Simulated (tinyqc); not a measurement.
Inside a calculation. Model: surface potential of a MOS transistor: implicit equation and explicit approximations.

tinyqc, about 0.01 s, one thread, Intel Xeon 2.30GHz (shared host): `OMP_NUM_THREADS=1 python tinyqc.py 2122168 2122169 out.jsonl` Printed values are rounded.

p-type body, charge-sheet picture, depletion and inversion only, full ionisation (an idealisation for deep acceptors), Boltzmann statistics (rough once Na exp(x - xn) passes about Nc/7). In units of Vt: xg = (Vg - Vfb)/Vt, x = psi/Vt, G = gamma/sqrt(Vt), xn = (2 phiF + Vc)/Vt. The implicit equation is (xg - x)^2 = G^2 [x - 1 + exp(x - xn)] for x above about 3. Cox = eps0 eox/tox.

Parameters, values chosen for the exercise; band and dielectric values close to those of silicon:
- T = 350 K (temperature)
- Eg = 1.11 eV (band gap)
- eps_r = 11.7 (relative permittivity)
- Nc = 3.53e19 cm^-3 (conduction-band density of states at T)
- Nv = 3.36e19 cm^-3 (valence-band density of states at T)
- eox = 9.12 (relative permittivity of the gate insulator (close to aluminium oxide))
- tox = 14 nm (insulator thickness)
- Na = 1.2e16 cm^-3 (acceptor density)
- Vfb = -0.44 V (flat-band voltage)
- Vc = 0.2 V (channel-body voltage)
- Vg = 0.53 V (gate-body voltage)

Constants: q = 1.602176634e-19 C, kB = 1.380649e-23 J/K, Vt = kB T/q, eps0 = 8.8541878128e-14 F/cm where lengths are in cm. Results are converted to the units shown.

## Scales

ni = sqrt(Nc Nv) exp(-Eg/(2 Vt)), Eg in volts; phiF = Vt ln(Na/ni); gamma = sqrt(2 q eps0 eps_r Na)/Cox; VT = Vfb + Vt (xn + G sqrt(xn - 1)).

phiF = 0.314859 V
gamma = 0.109424 V^0.5
G = 0.630075
xn = 27.5099
VT = 0.487563 V
xg = 32.1611

## Explicit approximation

Depletion value a = 1 + [sqrt(G^2/4 + xg - 1) - G/2]^2; inversion value b = xn + ln[(xg - xn)^2/G^2 - xn + 1] and first guess y = min(a, b) - ln(1 + exp(-|a - b|)) if a > xn + 1, else b = y = a; one second-order correction with D = exp(y - xn), p = 2 (xg - y) + G^2 (1 + D), w = (xg - y)^2 - G^2 (y - 1 + D): z = y + 2 w/(p + sqrt(p^2 - 2 (2 - G^2 D) w)), or the Newton step z = y + w/p where the root is not real.

a = 28.8368
b = 30.8415
y = 28.7104
p = 8.61703
w = -0.412408
z = 28.6626

The root of the implicit equation is x = 28.6627; y misses it by 0.048 and z by -2.7e-6, in units of Vt.

## Starting value

x = a rounded to two decimals.

x at the start = 28.84

## Iteration 1: new x

D = exp(x - xn), f = (xg - x)^2 - G^2 (x - 1 + D), f' = -2 (xg - x) - G^2 (1 + D), x(new) = x - f/f'.

D = 3.78124
f = -1.52379
f' = -8.54031
x after iteration 1 = 28.6616

## Iteration 2: new x

As before.

D = 3.16334
f = 0.00930063
f' = -8.65186
x after iteration 2 = 28.6627

## Iteration 3: new x

As before.

D = 3.16674
f = 4.29721e-7
f' = -8.65106
x after iteration 3 = 28.6627

## Course of the iteration

Stop when the step is below 1e-11, or after 60 iterations.

Course of the iteration:
```
iteration  x before the step     step
1                      28.84   -0.178
2                    28.6616  1.07e-3
3                    28.6627  4.97e-8
4                    28.6627        0
```

Converged in 4 iterations.

## Potential, charges and gate control

converged x = 28.6627

psi = Vt x; N_dep = Cox Vt G sqrt(x - 1)/q; N_inv = (Cox Vt G/q) [sqrt(x - 1 + exp(x - xn)) - sqrt(x - 1)]; dpsi/dVg = 1/[1 + G^2 (1 + exp(x - xn))/(2 (xg - x))].

psi = 0.864485 V
N_dep = 3.59820e11 cm^-2
N_inv = 2.0038e10 cm^-2
dpsi/dVg = 0.808789

psi lies 1.2 Vt above 2 phiF + Vc.
